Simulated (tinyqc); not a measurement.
Starting guesses with DIIS over 6 matrices: SCF starting guesses in the 3-21g basis, for H3+, spin multiplicity 1. Computed by the program tinyqc with PySCF. RHF with one setting changed at a time; a run stops when the energy changes by less than 1e-09 hartree and the error matrix is below 1e-5. Starts: the lowest orbitals of the core Hamiltonian, of the Wolfsberg-Helmholz matrix (K = 1.75), projected atomic densities, random orbitals, and the highest orbitals of the core Hamiltonian (a deliberately bad start).

Geometry (angstrom):
```
atom       x       y        z
H     0.0000  0.0000   0.0000
H     0.0000  0.0000   0.9910
H     0.0000  0.0000  -0.9910
```

lowest restricted solution found by these runs and by PySCF = -1.197635 hartree

Largest element of the error matrix X^T (FDS - SDF) X:
```
iteration     core  Wolfsberg-Helmholz  atomic densities   random  highest core orbitals
1          2.4e-01             1.8e-01           1.0e-01  5.6e-01                1.2e-01
2          2.1e-02             3.5e-02           1.7e-02  1.6e-01                3.6e-02
3          1.5e-03             1.1e-03           2.1e-03  2.8e-02                9.7e-03
4          8.7e-05             1.1e-04           1.1e-04  3.2e-03                2.6e-04
5          5.2e-06             4.7e-06           4.6e-06  9.3e-05                1.1e-05
6          8.3e-09             1.6e-08           3.6e-07  8.0e-06                1.5e-06
```

How each run ends:
```
run                    iterations  E (hartree)         state
core                            6    -1.197635  lowest found
Wolfsberg-Helmholz              6    -1.197635  lowest found
atomic densities                6    -1.197635  lowest found
random                          7    -1.197635  lowest found
highest core orbitals           6    -1.197635  lowest found
```

What does the comparison show, and why?

5 of 5 runs reach the lowest restricted solution found, in 6 to 7 iterations (fastest: core, Wolfsberg-Helmholz, atomic densities, highest core orbitals). The first errors are 2e-01, 2e-01, 1e-01, 6e-01, 1e-01.
